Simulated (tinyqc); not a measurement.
# Capacitance measurement on a leaky thin oxide: effects of series resistance and leakage: readings against frequency

The device is a capacitance C in parallel with a leakage conductance G, in series with Rs and Ls. An impedance meter reports either a parallel pair (Cp, Gp) from Y = 1/Z = Gp + i w Cp or a series pair (Cs, Rm) from Z = Rm + 1/(i w Cs); w = 2 pi f, dissipation D = Gp/(w |Cp|).

EOT = 3.9 tox/eox; CET = EOT + zc + zp; C = 3.9 eps0 A/CET; G = Jg A/Vs. Z = Rs + i w Ls + 1/(G + i w C); CET read from Cp = 3.9 eps0 A/Cp; errors under 0.001 % are printed as 0.

Parameters, values chosen for the exercise; values of the order met in thin-oxide MOS capacitors:

| symbol | value | unit | meaning |
|---|---|---|---|
| eox | 22.3 |  | relative permittivity of the gate insulator (close to hafnium oxide) |
| tox | 6 | nm | insulator thickness |
| A | 2500 | um^2 | gate area |
| zc | 0.36 | nm | oxide-equivalent thickness added by the accumulation layer |
| zp | 0 | nm | oxide-equivalent thickness added by gate depletion |
| Jg | 0.0024 | A/cm^2 | gate leakage current density, not matched to the thickness |
| Vs | 0.23 | V | voltage for an e-fold rise of the leakage |
| Rs | 220 | ohm | series resistance |
| Ls | 420 | nH | series inductance |

Constants: eps0 = 8.8541878128e-14 F/cm where lengths are in cm. Results are converted to the units shown.

The same in every row: C (pF) = 61.25.

Readings against frequency:
```
f (Hz)  Cp (pF)  Cs (pF)        D  error of Cp (%)  error of Cs (%)  CET read from Cp (nm)
1000      61.25    89.40   0.6779          -0.0115             45.9                  1.409
3000      61.25    64.38   0.2262          -0.0115             5.10                  1.409
10000     61.25    61.54  0.06863          -0.0115            0.459                  1.409
30000     61.25    61.29  0.02513          -0.0120           0.0511                  1.409
1e5       61.24    61.26  0.01525          -0.0176          5.61e-3                  1.410
3e5       61.21    61.26  0.02766          -0.0668          9.65e-3                  1.410
1e6       60.87    61.32  0.08544           -0.624            0.102                  1.418
3e6       58.00    61.82   0.2566            -5.31            0.923                  1.488
1e7       36.11    68.18   0.9425            -41.1             11.3                  2.391
3e7      0.8145    713.1    29.57            -98.7             1060                  106.0
```

Read the table: what changes, and by how much?

D goes from 0.678 through a minimum of 0.0152 (at f = 1e5 Hz among the rows listed) to 29.6; without inductance its minimum lies at f = sqrt(G (1 + G Rs)/Rs)/(2 pi C) = 89500 Hz. The error of Cp goes from -0.0115 to -98.7 % and that of Cs from 45.9 to 1060 %; at low frequency Cp tends to C/(1 + G Rs)^2 and Cs grows as 1 + (G/(w C))^2. One of the two readings is within 2 % of C for f = 1000, 3000, 10000, 30000, 1e5, 3e5, 1e6, 3e6 Hz. At the highest frequencies Ls raises both readings, by about w^2 Ls C in relative terms. For f = 3e7 D exceeds 1, where the accuracy of real meters degrades in proportion to sqrt(1 + D^2).

tinyqc, about 0.01 s, one thread, Intel Xeon 2.30GHz (shared host): `OMP_NUM_THREADS=1 python tinyqc.py 2022177 2022178 out.jsonl`
